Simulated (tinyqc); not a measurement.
The decay curve: photoconductance decay in a wafer: bulk and surface recombination modes, and iron detection by pair splitting. Computed by tinyqc, a small Python program. Command: `OMP_NUM_THREADS=1 python tinyqc.py 3113666 3113667 out.jsonl pcd walk`. One thread of a shared host (Intel(R) Xeon(R) Processor @ 2.30GHz), about 0.01 s of CPU time with the checks.

Both faces of the wafer have the same S; injection is low and all coefficients are constant. x runs from -W/2 to W/2.

Inputs (values chosen for the exercise, modelled on p-type silicon):
```
quantity                          value         unit
thickness W                         150   micrometre
diffusivity D                      27.5       cm^2/s
bulk lifetime tau_b without iron     16  microsecond
surface recombination velocity S    230         cm/s
absorption coefficient alpha         46         1/cm
```

Method:
- Even modes cos(a x) obey b tan b = S W/(2 D) with b = a W/2, odd modes sin(a x) obey -b cot b = S W/(2 D); each decays at the rate 1/tau_b + D a^2.
- tau_eff is the decay time of the first mode. The surface time is 1/(D a^2) of that mode; shortcuts for it are W/(2 S), W^2/(pi^2 D) and their sum, whose error is sum/surface time - 1.
- Light from one face makes n(x, 0) proportional to exp(-alpha (x + W/2)). Only even modes carry the thickness average: weight c_n = [sin b/b] int n cos(a x) dx / (int cos^2(a x) dx x mean n), with int exp(-alpha (x + W/2)) cos(a x) dx = [alpha cos b (1 - E) + a sin b (1 + E)]/(alpha^2 + a^2), E = exp(-alpha W), and int cos^2 = W/2 + sin(2 b)/(2 a).
- Mean density = sum_n c_n exp(-t/tau_n) over 60 modes; the local decay time is -1/(d ln n/dt).

W^2/(pi^2 D) = 0.828992 microsecond

tau_eff = 10.8066 microsecond

Decay:
```
t / (W^2/(pi^2 D))  t (microsecond)  mean density/start  local decay time (microsecond)
0.02                         0.0166             0.99844                          10.655
0.05                         0.0414             0.99612                          10.685
0.10                         0.0829             0.99227                          10.714
0.20                         0.1658             0.98463                          10.748
0.50                         0.4145             0.96216                          10.789
1.00                         0.8290             0.92593                          10.804
2.00                         1.6580             0.85756                          10.807
```

What does the comparison show, and why?

The local decay time goes from 10.7 to 10.8 microsecond against tau_eff = 10.8. Higher modes matter little here.
